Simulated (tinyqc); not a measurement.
## Gap voltage and exponent from three temperatures

Inverse problem. At constant current VBE(T) = Vg0 - a T - eta (kB T/q) ln T, where a is a constant. Find Vg0, eta and dVBE/dT at the middle temperature.

Constants: q = 1.602176634e-19 C, kB = 1.380649e-23 J/K. Results are converted to the units shown.

T (K): [253, 330, 390]
VBE at a constant current (V): [0.6819532255, 0.5000975148, 0.3550905661]

Solution. The relation is linear in Vg0, a and eta, so three points give a linear system; the slope is (VBE - Vg0 - eta kB T/q)/T. eta rests on the curvature of VBE(T) alone, so real fits need accuracy of some tens of microvolts or better.

Vg0 = 1.205 V
eta = 3.000
dVBE/dT = -2.395 mV/K

Computed by the program tinyqc: `OMP_NUM_THREADS=1 python tinyqc.py 2062040 2062041 out.jsonl`, one thread of a shared Intel Xeon 2.30GHz, about 0.02 s for the whole run.
